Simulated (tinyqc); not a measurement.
Off-state leakage of single and stacked transistors: one step of the calculation.

n-channel devices of unit width. Subthreshold current I(Vg, Vs, Vd) = I0 (T/300 K)^0.5 exp[(Vg - Vs - VT(T) - gb (Vs - Vb) + dd (Vd - Vs))/(nf Vt)] (1 - exp(-(Vd - Vs)/Vt)), VT(T) = VT - cT (T - 300 K). Gate-edge tunnelling Ig (Vd/1 V) exp(ag (Vd - 1 V)), for a gate at 0 V, and band-to-band leakage Ab u exp(-Bb/u), u = Vd - Vb + 1 V, flow at a drain held at V; both are taken as independent of T. In a stack of off transistors (all gates at 0 V) the same subthreshold current passes through each.

Task. New Vx. Stack of two, Vx the node between them: I_low = I(0, 0, Vx), I_up = I(0, Vx, V), f = ln(I_up/I_low), f' = -(1 + gb + 2 dd)/(nf Vt) - 1/(Vt (exp(Vx/Vt) - 1)) - 1/(Vt (exp((V - Vx)/Vt) - 1)), Vx(new) = Vx - f/f'.

Parameters, values chosen for the exercise; values of the order met in bulk silicon logic transistors:
- T = 300 K (temperature)
- V = 0.7 V (supply voltage)
- VT = 0.47 V (threshold at 300 K, zero drain and body bias)
- cT = 0.6 mV/K (fall of the threshold with temperature)
- I0 = 0.57 uA/um (current at threshold at 300 K)
- nf = 1.28 (slope factor)
- dd = 0.16 (drain-induced lowering per volt)
- gb = 0.13 (rise of the threshold per volt of source-body bias)
- Vb = -0.6 V (body voltage)

Constants: q = 1.602176634e-19 C, kB = 1.380649e-23 J/K, Vt = kB T/q. Results are converted to the units shown.

Vx at the start = 0.077 V

Wanted: I_low; I_up; f; f'; Vx after iteration 1.

Result.

I_low = 5.0432e-5 nA/um
I_up = 5.3700e-5 nA/um
f = 0.062786
f' = -45.892 1/V
Vx after iteration 1 = 0.078368 V

Numbers from tinyqc (`OMP_NUM_THREADS=1 python tinyqc.py 2242274 2242275 out.jsonl`; about 0.03 s on one thread of a shared Intel Xeon 2.30GHz).
